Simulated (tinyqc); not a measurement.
Donor or exciton in a quantum well (variational effective-mass method): one step, computed by the program tinyqc. Command: `OMP_NUM_THREADS=1 python tinyqc.py 3001053 3001054 out.jsonl welldonor walk`. One thread of a shared host (Intel(R) Xeon(R) Processor @ 2.30GHz), about 0.04 s of CPU time with the checks.

H = -nabla^2 - 2/|r - r_i| + V(z) in effective units; trial function psi = f(z) exp(-|r - r_i|/lambda), f the ground state of the well. Mass and screening are the same in well and barrier; l = L/a* is the width in effective units. Bands are flat: no polarisation or applied field.

Problem. Best radius. k = pi/l; f = cos(k z) inside and zero outside; subband energy k^2 Ry*. Binding E_b(lambda) = -1/lambda^2 + 4 A/(lambda B), with A = int f^2 exp(-2 s/lambda) dz, B = int f^2 exp(-2 s/lambda)(1 + 2 s/lambda) dz and s = |z - z_i|; 40 Gauss-Legendre points on each piece between the walls at z = -l/2 and l/2 and z_i. Golden-section search for the maximum over lambda from 0.3 to 4, 40 steps.

Inputs (values chosen for the exercise, modelled on CdTe): donor position z_i/L from the centre = 0.

Centre: donor. Barriers: infinite.

l = 1.385925

Ry* = 13.12949 meV

a* = 5.483702 nm

Give: best lambda; binding in Ry*; binding energy; radius lambda a*.

Solution.

best lambda = 0.87337 a*

binding in Ry* = 2.0167

binding energy = 26.478 meV

radius lambda a* = 4.7893 nm

Confinement changes the binding by a factor 2.017 against the bulk value (limits: 4 in two dimensions, 1 inside a wide well).
